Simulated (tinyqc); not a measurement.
Inside a calculation. Model: chip with leakage that grows with temperature, electro-thermal loop and runaway.

Program tinyqc, `OMP_NUM_THREADS=1 python tinyqc.py 2520026 2520027 out.jsonl`; Intel Xeon 2.30GHz, shared host, one thread, about 0.01 s. Printed values are rounded.

One temperature T for the device, T = T0 + Rth P(T), with P(T) = Pd + Pl (T/300 K)^2 exp[(q Ea/kB)(1/(300 K) - 1/T)]. The loop gain is Rth dP/dT; a solution is thermally stable when it is below one.

Inputs (values chosen for the exercise):
```
symbol,value,unit,meaning
T0,340,K,ambient temperature
Pd,32,W,temperature-independent switching power
Pl,0.297,W,leakage power at 300 K
Ea,0.31,eV,activation energy of the leakage
Rth,1.3,K/W,thermal resistance
```

Constants: q = 1.602176634e-19 C, kB = 1.380649e-23 J/K. Results are converted to the units shown.

## Iteration 1: temperature by substitution

T at the start = 340 K

P(T) = Pd + Pl (T/300 K)^2 exp[(q Ea/kB)(1/(300 K) - 1/T)]; T(new) = T0 + Rth P(T).

P = 33.5637 W
T after iteration 1 = 383.633 K

## Iteration 2: temperature by substitution

As before.

P = 38.6321 W
T after iteration 2 = 390.222 K

## Course of the iteration: temperature by substitution

Stop when T changes by less than 1e-6 K, or after 200 iterations.

Course of the iteration:
```
iteration    T (K)  |change| (K)
1          383.633          43.6
2          390.222          6.59
3          392.051          1.83
4          392.613         0.562
5          392.790         0.178
6          392.847        0.0566
7          392.865        0.0181
8          392.871       5.79e-3
9          392.873       1.85e-3
10         392.873       5.93e-4
11         392.873       1.90e-4
12         392.873       6.08e-5
13         392.873       1.95e-5
14         392.873       6.23e-6
15         392.873       2.00e-6
16         392.873       6.39e-7
```

Converged in 16 iterations. At the end each change is about 0.32 times the one before: linear convergence.

## Loop gain and effective thermal resistance

converged T = 392.873 K

P(T) = Pd + Pl (T/300 K)^2 exp[(q Ea/kB)(1/(300 K) - 1/T)]; P'(T) = (P - Pd)(2/T + q Ea/(kB T^2)); G = Rth P'. A small change of T0 changes T by 1/(1 - G) times as much.

P = 40.6718 W
G = 0.320137
dT/dT0 = 1.47088

The feedback is positive: heating raises the power. A second, unstable solution lies at 490.7 K; above it the temperature runs away.
